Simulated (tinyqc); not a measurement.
Phonon transmission through an interface between two chains by Green functions. From one set of inputs to another, one input at a time. Computed by tinyqc, a small Python program. Command: `OMP_NUM_THREADS=1 python tinyqc.py 3018315 3018316 out.jsonl agf ladder`. One thread of a shared host (Intel(R) Xeon(R) Processor @ 2.30GHz), about 0.02 s of CPU time with the checks.

Two semi-infinite chains (masses m_1, m_2; springs k_1, k_2), motion along the chain. The central region holds the end atom of each chain, joined by springs k_b. lambda = omega^2 in eV/(angstrom^2 u); nu = 15.6333042 THz x sqrt(lambda).

The inputs printed are set A. Inputs not listed in the table keep their values of set A, so the rows need not describe a real material.

Inputs (values chosen for the exercise, for two model chains):
```
quantity                          value           unit
mass m_1                             46              u
spring k_1                         7.35  eV/angstrom^2
mass m_2                           51.5              u
spring k_2                         3.19  eV/angstrom^2
junction spring k_b                5.04  eV/angstrom^2
probe frequency / lower band top   0.41              -
temperature T                        20              K
```

Atoms in the interlayer: none.

Constants: nu for 1 eV/(angstrom^2 u) = 15.6333042 THz; h x 1 THz = 4.135667696 meV; k_B = 8.617333262e-05 eV/K; k_B = 1.380649e-23 J/K; h = 6.62607015e-34 J s.

Method:
- nu_max = 15.6333042 THz x 2 sqrt(k/m); impedance Z = sqrt(k m); long-wave transmission 4 Z_1 Z_2/(Z_1 + Z_2)^2; the probe frequency is the given share of the lower band top.
- In chain i, sin(q_i a/2) = nu/nu_max,i. An outgoing wave makes the next atom move as exp(i q_i a) times the end atom, so the lead adds the self-energy Sigma_i = -k_i exp(i q_i a) to the force-constant matrix; Gamma_i = -2 Im Sigma_i = 2 k_i sin(q_i a).
- A = lambda M - K - Sigma over the central atoms, with K_ii the sum of the springs at i, K_(i,i+1) = -k_b; G = inverse of A; transmission = Gamma_1 Gamma_2 |G_(first,last)|^2.
- Landauer conductance G = k_B int tau(nu) x^2 e^x/(e^x - 1)^2 d nu, x = h nu/(k_B T), from 0 to the lower band top (240 Gauss-Legendre points in s from 0 to 1, nu = nu_top sin(pi s/2)); tau is the transmission, and its thermal mean is G over the value for tau = 1 in the same window; the quantum is g_0 = pi^2 k_B^2 T/(3 h).

Each row keeps all changes above it:
```
input moved                          from    to  conductance G (pW/K)  long-wave transmission  transmission
set A                                   -     -                 18.34                  0.9681        0.9756
junction spring k_b (eV/angstrom^2)  5.04  3.21                 18.30                  0.9681        0.9579
mass m_2 (u)                         51.5  47.2                 18.15                  0.9602        0.9499
spring k_2 (eV/angstrom^2)           3.19  11.8                 18.21                  0.9846        0.6416
mass m_1 (u)                           46    25                 17.26                  0.9269        0.5789
spring k_1 (eV/angstrom^2)           7.35  7.62                 17.33                  0.9314        0.5719
temperature T (K)                      20   300                 95.96                  0.9314        0.5719
```

Conductance G goes from 18.3 to 96.0, a factor 5.23 in all. The largest single move comes from temperature T (a factor 5.54). Long-wave transmission goes from 0.968 to 0.931, a factor 0.962 in all. The largest single move comes from mass m_1 (a factor 0.941), and spring k_2 works against it (a factor 1.025). Transmission goes from 0.976 to 0.572, a factor 0.586 in all. The largest single move comes from spring k_2 (a factor 0.675). The single moves hold for this order of the switches; the total does not depend on the order.

Extremes, crossings and ranges named in words are read from the listed rows.
